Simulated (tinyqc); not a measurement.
From results back to parameters: thin-body film or fin with hard walls, valleys of the Ge type.

Problem. In a hard-walled film E_1 = c (pi/t)^2/m_z, c = hbar^2/2m0. The splitting between the lowest levels of two valley groups, on the (110) face, was computed from a hidden thickness.

Constants: hbar^2/2m0 = 3.80998211 eV angstrom^2.

Parameters, chosen for this exercise (out of a larger set: near those of Ge; not measured data): m_za = 0.2203 m0 (heavier confinement mass); m_zb = 0.081 m0 (lighter one).

splitting = 37.906 meV

Find: t; lower level.

Solution. t = pi sqrt(c (1/m_zb - 1/m_za)/splitting).

t = 88.0 angstrom
lower level = 0.0220 eV

Computed by tinyqc, a small Python program: `OMP_NUM_THREADS=1 python tinyqc.py 1250325 1250326 out.jsonl` (the numbers bound the seed that draws the inputs); one thread of a shared host (Intel(R) Xeon(R) Processor @ 2.30GHz), about 0.01 s for the whole set of steps.
